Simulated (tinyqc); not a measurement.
Short-channel transistor, virtual-source model with series resistance: one step of the calculation.

The current per gate width is the charge at the top of the source barrier (the virtual source) times its velocity times a saturation function; al and be are fitting constants of the model. Units: I in uA/um, Rs in ohm um, so I Rs = 1e-6 I Rs in volts; Q in uC/cm^2, so I = 1e-4 Q vx0 Fsat with vx0 in cm/s.

Question. What the series resistance costs. Intrinsic voltages Vg' = Vgs - I Rs, Vd' = Vds - 2 I Rs. n = n0 + nd Vd', VT = VT0 - dl Vd', Ff = 1/(1 + exp((Vg' - VT + al Vt/2)/(al Vt))), Q = Cinv n Vt ln(1 + exp((Vg' - VT + al Vt Ff)/(n Vt))), Vdsat = (vx0 L/mu)(1 - Ff) + Vt Ff, Fsat = u/(1 + u^be)^(1/be) with u = Vd'/Vdsat, and I = Q vx0 Fsat per width. I0 is the current for Rs = 0. Effective velocity I/Q; transit time L Q/I.

Parameters, values chosen for the exercise: temperature T = 250 K; inversion capacitance Cinv = 3.12 uF/cm^2; velocity at the virtual source vx0 = 5.19e6 cm/s; apparent mobility mu = 170 cm^2/(V s); channel length L = 20 nm; threshold at zero drain voltage VT0 = 0.338 V; drain-induced barrier lowering dl = 0.144 V/V; subthreshold factor n0 = 1.29; growth of n with drain voltage nd = 0.05 1/V; threshold shift (in units of Vt) from weak to strong inversion al = 3.5; sharpness of saturation be = 2; series resistance of each contact Rs = 50 ohm um; gate voltage Vgs = 0.43 V; drain voltage Vds = 0.6 V.

Constants: q = 1.602176634e-19 C, kB = 1.380649e-23 J/K, Vt = kB T/q. Results are converted to the units shown.

converged I = 267.84657 uA/um
I0 = 294.11571 uA/um

Find: loss against I0; effective velocity; transit time.

Answer.

loss against I0 = 8.932 %
effective velocity = 5.163e6 cm/s
transit time = 0.3874 ps

The carriers leave the virtual source at 99.5 % of vx0: the device is in saturation.

Numbers from tinyqc (`OMP_NUM_THREADS=1 python tinyqc.py 2380140 2380141 out.jsonl`; about 0.02 s on one thread of a shared Intel Xeon 2.30GHz).
